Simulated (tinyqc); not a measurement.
# p-type polysilicon, carrier trapping at grain boundaries: effects of single changes

One-dimensional grains of size Lg, uniform ionised doping N, monovalent traps Qt at each boundary at a depth Et below (for electrons) or above (for holes) the band edge there, abrupt depletion of width W on each side of a boundary, Boltzmann statistics. xi is the distance from the band edge at the grain centre to the Fermi level. Trapped charge Qt/(1 + exp((xi + VB - Et)/Vt)) = 2 N W, barrier VB = q N W^2/(2 eps0 eps_r).

Parameters, values chosen for the exercise; values of the order met in polycrystalline silicon: temperature T = 300 K; relative permittivity eps_r = 11.7; valence-band density of states at T NB = 2.65e19 cm^-3; grain size Lg = 120 nm; trap density of a grain boundary Qt = 8.2e11 cm^-2; depth of the trap level from the majority band edge at the boundary Et = 0.34 eV; mass for thermionic emission ms = 0.3 m0; correction factor of the emission rate fe = 0.25; mobility inside the grains mug = 69 cm^2/(V s); doping N = 4.7e17 cm^-3.

Constants: q = 1.602176634e-19 C, kB = 1.380649e-23 J/K, m0 = 9.1093837015e-31 kg, Vt = kB T/q, eps0 = 8.8541878128e-14 F/cm where lengths are in cm. Results are converted to the units shown.

Each table varies one quantity; the others keep the values above.

## Effect of the doping

If the trap equation with xi = Vt ln(NB/N) has a root W < Lg/2, the grain is partly depleted; otherwise W = Lg/2 and the trap equation gives xi = Et - VB + Vt ln(Qt/(N Lg) - 1). N* = Qt/Lg. n0 = NB exp(-xi/Vt); mean density n0 (1 - 2 W/Lg) by charge balance in a partly depleted grain, and n0 (sqrt(pi)/2) erf(u)/u with u = sqrt(VB/Vt) in a fully depleted one; v = sqrt(kB T/(2 pi ms m0)); barrier resistivity Vt exp(VB/Vt)/(q fe n0 v Lg); grain resistivity (1 - 2 W/Lg)/(q n0 mug); effective mobility 1/(q mean density total resistivity). Rows with xi above 0.45 V, towards mid-gap, are left out, since the other carrier type is ignored.

Result of one run:
columns A: N (cm^-3); B: N/N*; C: depleted share 2 W/Lg; D: VB (V); E: xi (V); F: mean density (cm^-3); G: resistivity (ohm cm); H: effective mobility (cm^2/(V s))
```
A            B       C       D       E         F      G      H
6.7e16  0.9805  0.8676  0.1404  0.1546  8.868e15  37.52  18.76
```

What becomes of these results when the doping N is changed from 6.7e16 to 1.3e18 cm^-3, all else the same?

Result of the changed run:
columns A: N (cm^-3); B: N/N*; C: depleted share 2 W/Lg; D: VB (V); E: xi (V); F: mean density (cm^-3); G: resistivity (ohm cm); H: effective mobility (cm^2/(V s))
```
A           B        C         D        E         F        G      H
1.3e18  19.02  0.05256  0.009998  0.07794  1.232e18  0.07833  64.70
```

The whole series:
columns A: N (cm^-3); B: N/N*; C: depleted share 2 W/Lg; D: VB (V); E: xi (V); F: mean density (cm^-3); G: resistivity (ohm cm); H: effective mobility (cm^2/(V s))
```
A             B        C         D        E         F        G      H
3.4e15  0.04976    1.000  0.009465   0.4068  3.460e12     4064  443.9
7.2e15   0.1054    1.000   0.02004   0.3753  1.042e13     1807  331.4
1.5e16   0.2195    1.000   0.04176   0.3310  4.709e13    756.6  175.2
3.2e16   0.4683    1.000   0.08908   0.2542  6.730e14    241.6  38.39
6.7e16   0.9805   0.8676    0.1404   0.1546  8.868e15    37.52  18.76
1.4e17    2.049   0.4822   0.09062   0.1355  7.249e16    2.939  29.30
2.9e17    4.244   0.2354   0.04473   0.1167  2.217e17   0.4516  62.33
6.2e17    9.073   0.1102   0.02096  0.09708  5.517e17   0.1696  66.73
1.3e18    19.02  0.05256  0.009998  0.07794  1.232e18  0.07833  64.70
2.7e18    39.51  0.02531  0.004814  0.05904  2.632e18  0.03754  63.18
```

As N goes from 3.4e15 to 2.7e18, VB goes from 0.00947 through a maximum of 0.140 (at N = 6.7e16 among the rows listed) to 0.00481 V, the resistivity falls from 4060 to 0.0375 ohm cm and the effective mobility moves up and down between 18.8 and 444 cm^2/(V s). The steepest fall of the resistivity among the rows, as N^(-3.5), lies between N = 6.7e16 and 1.4e17 cm^-3; N* = 6.83e16 cm^-3. While the grain is fully depleted VB grows as N; once the traps are full it falls as 1/N. For N = 2.7e18 xi is under 2.5 Vt, where Boltzmann statistics begin to fail. For N = 3.4e15, 7.2e15, 6.2e17, 1.3e18, 2.7e18 VB is below Vt, where abrupt depletion and thermionic emission are rough. For N = 6.7e16 the grain is near the changeover between partial and full depletion, within a few Debye lengths, where both limits are rough. For N = 3.4e15, 7.2e15, 1.5e16 the effective mobility exceeds mug, since drift through the depleted part of the grain is left out.

## Effect of the trap density of a grain boundary

Same model as above.

N* = Qt/Lg.

The same in every row: xi (V) = 0.1042.

Effect of the trap density of a grain boundary:
columns A: Qt (cm^-2); B: N/N*; C: depleted share 2 W/Lg; D: VB (V); E: mean density (cm^-3); F: resistivity (ohm cm); G: effective mobility (cm^2/(V s))
```
A            B        C         D         E       F        G
2e11     28.20  0.03546  0.001645  4.533e17  0.2105    65.42
3.4e11   16.59  0.06028  0.004754  4.417e17  0.2089    67.66
5.7e11   9.895   0.1010   0.01336  4.225e17  0.2121    69.66
9.7e11   5.814   0.1719   0.03866  3.892e17  0.2633    60.90
1.6e12   3.525   0.2820    0.1040  3.375e17   1.441    12.84
2.8e12   2.014   0.3924    0.2015  2.856e17   56.56   0.3864
4.7e12   1.200   0.4237    0.2349  2.709e17   205.8   0.1119
8e12    0.7050   0.4425    0.2562  2.620e17   469.4  0.05075
```

What does the comparison show, and why?

As Qt goes from 2e11 to 8e12, VB rises from 0.00164 to 0.256 V, the resistivity goes from 0.210 through a minimum of 0.209 (at Qt = 3.4e11 among the rows listed) to 469 ohm cm and the effective mobility goes from 65.4 through a maximum of 69.7 (at Qt = 5.7e11 among the rows listed) to 0.0507 cm^2/(V s). For Qt = 2e11, 3.4e11, 5.7e11 VB is below Vt, where abrupt depletion and thermionic emission are rough. For Qt = 5.7e11 the effective mobility exceeds mug, since drift through the depleted part of the grain is left out.

Numbers from tinyqc (`OMP_NUM_THREADS=1 python tinyqc.py 2830173 2830174 out.jsonl`; about 0.01 s on one thread of a shared Intel Xeon 2.30GHz).
